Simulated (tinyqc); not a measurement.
Inside a calculation. Model: round nanowire with a gate all round, subbands and threshold shift from confinement.

Computed by the program tinyqc: `OMP_NUM_THREADS=1 python tinyqc.py 2350126 2350127 out.jsonl`, one thread of a shared Intel Xeon 2.30GHz, about 0.3 s for the whole run. Printed values are rounded.

Undoped body with a flat potential across it, hard walls, transport along x. Three valley pairs (g = 2 each) with the longitudinal mass along x, y or z. Non-parabolicity enters the subband edges through E (1 + al E) = gamma, so E = 2 gamma/(1 + sqrt(1 + 4 al gamma)); motion within a subband is taken as parabolic with the band-edge mass. Energies are counted from the bulk band edge.

Values chosen for this exercise; masses close to those of silicon:
```
symbol,value,unit,meaning
T,300,K,temperature
ml,0.92,m0,longitudinal mass
mt,0.186,m0,transverse mass
al,0,1/eV,non-parabolicity
t,7.9,nm,diameter
dl,0,nm,widening of the box by penetration into the insulator
```

Constants: q = 1.602176634e-19 C, kB = 1.380649e-23 J/K, hbar = 1.054571817e-34 J s, m0 = 9.1093837015e-31 kg, Vt = kB T/q, hbar^2/(2 m0) = 0.0380998212 eV nm^2. Results are converted to the units shown.

Range of the model: For the strongly anisotropic y and z valleys the mean inverse mass serves only for l = 0; pairs with l > 0 really split widely.

## Lowest subbands

gamma = C (2 z/(t + dl))^2 (1/my + 1/mz)/2, z the zeros of the Bessel functions J_l (2.404826, 3.831706, 5.135622, 5.520078, ...), twofold for l > 0; the mean inverse mass is an approximation for anisotropic valleys, C = hbar^2/(2 m0). List the 6 lowest, labelled by valley axis and quantum numbers, with degeneracy g and N_k: N_k = g sqrt(2 mx m0 kB T/(pi hbar^2)).

```
subband	E_k (eV)	g	N_k (cm^-1)
y0,1	0.0456373	2	4.00864e6
z0,1	0.0456373	2	4.00864e6
x0,1	0.0759247	2	8.91527e6
y1,1	0.115861	4	8.01728e6
z1,1	0.115861	4	8.01728e6
x1,1	0.192753	4	1.78305e7
```

## Threshold shift

Each subband has N_k = g sqrt(2 mx m0 kB T/(pi hbar^2)); without degeneracy n = exp(EF/Vt) sum N_k exp(-E_k/Vt). Classical value Nc times pi t^2/4, Nc = sum over valleys of 2 g (m m0 kB T/(2 pi hbar^2))^1.5 with m = (mx my mz)^(1/3). Threshold shift dVT = Vt ln(classical value/sum N_k exp(-E_k/Vt)). Use the subbands listed.

shares, subband y0,1 to x1,1 (%): 33.6853  33.6853  23.2152  4.4541  4.4541  0.5060
sum N_k exp(-E_k/Vt) = 2.03650e6 cm^-1
Nc = 2.68615e19 cm^-3
classical value = 1.31666e7 cm^-1
dVT = 48.2515 mV

With all subbands dVT = 48.18 mV. The lowest edge lies at 45.6 meV; dVT is larger than that, since sum N_k exp(-(E_k - E_1)/Vt) falls short of the classical value.
